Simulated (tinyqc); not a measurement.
Tunnelling through a two-layer gate stack, WKB transmission and Tsu-Esaki current: effect of the barrier height.

Electrons leave the emitter at x = 0. Energies E (motion across the layers) are in eV from the emitter Fermi level; the collector Fermi level lies at -V and offers states at every E. No charge in the dielectric and no image force: F1 = V/(t1 + t2 eps1/eps2), F2 = F1 eps1/eps2; U = phi1 - F1 x in layer 1 and phi2 - F1 t1 - F2 (x - t1) in layer 2. With C = hbar^2/(2 m0), kappa = sqrt(m (U - E)/C) where U > E and 0 elsewhere; T(E) = exp(-S), S = 2 times the integral of kappa over x.

Each layer adds (2/F) sqrt(m/C) [G(u at its left edge) - G(u at its right edge)] to S, with u = U - E (0 where negative) and G(u) = (2/3) u^1.5. J = J0 times the integral of T(E) N(E) dE, N = ln[(1 + exp(-E/Vt))/(1 + exp((-E - V)/Vt))], J0 = q^2 me m0 kB T/(2 pi^2 hbar^3) (times 1e-4 for A/cm^2 per eV), from E = -Ef to far above the barrier (T = 1 there), by quadrature converged to the digits shown.

Values chosen for this exercise; layer 1 close to aluminium oxide, layer 2 close to hafnium oxide: temperature T = 400 K; Fermi energy of the emitter above its band bottom Ef = 0.3 eV; emitter mass in the supply function me = 1 m0; tunnelling mass of layer 1 m1 = 0.38 m0; thickness of layer 1 t1 = 0.9 nm; relative permittivity of layer 1 eps1 = 9.02; barrier of layer 2 at zero bias phi2 = 1.46 eV; tunnelling mass of layer 2 m2 = 0.2 m0; thickness of layer 2 t2 = 2 nm; relative permittivity of layer 2 eps2 = 23; voltage across the dielectric V = 0.6 V.

Constants: q = 1.602176634e-19 C, kB = 1.380649e-23 J/K, hbar = 1.054571817e-34 J s, m0 = 9.1093837015e-31 kg, Vt = kB T/q, hbar^2/(2 m0) = 0.0380998212 eV nm^2. Results are converted to the units shown.

Result of one run:

| phi1 (eV) | S at E = 0 | T(E = 0) | J (A/cm^2) | mean E of the current (eV) |
|---|---|---|---|---|
| 2.33 | 17.53 | 2.443e-8 | 6.464 | -0.1428 |

What becomes of these results when the barrier of layer 1 above the emitter Fermi level at zero bias phi1 is changed from 2.33 to 1.3 eV, all else the same?

Result of the changed run:

| phi1 (eV) | S at E = 0 | T(E = 0) | J (A/cm^2) | mean E of the current (eV) |
|---|---|---|---|---|
| 1.3 | 15.22 | 2.456e-7 | 59.17 | -0.1365 |

The whole series:

| phi1 (eV) | S at E = 0 | T(E = 0) | J (A/cm^2) | mean E of the current (eV) |
|---|---|---|---|---|
| 1.3 | 15.22 | 2.456e-7 | 59.17 | -0.1365 |
| 1.56 | 15.88 | 1.272e-7 | 31.64 | -0.1387 |
| 1.81 | 16.45 | 7.145e-8 | 18.21 | -0.1403 |
| 2.07 | 17.01 | 4.102e-8 | 10.67 | -0.1417 |
| 2.33 | 17.53 | 2.443e-8 | 6.464 | -0.1428 |
| 2.59 | 18.02 | 1.500e-8 | 4.026 | -0.1437 |
| 2.84 | 18.46 | 9.615e-9 | 2.611 | -0.1444 |
| 3.1 | 18.90 | 6.185e-9 | 1.698 | -0.1451 |

J falls from 59.2 to 1.70 A/cm^2, on average 0.857 decades for each eV, while S rises from 15.2 to 18.9.

Program tinyqc, `OMP_NUM_THREADS=1 python tinyqc.py 2540058 2540059 out.jsonl`; Intel Xeon 2.30GHz, shared host, one thread, about 0.04 s.
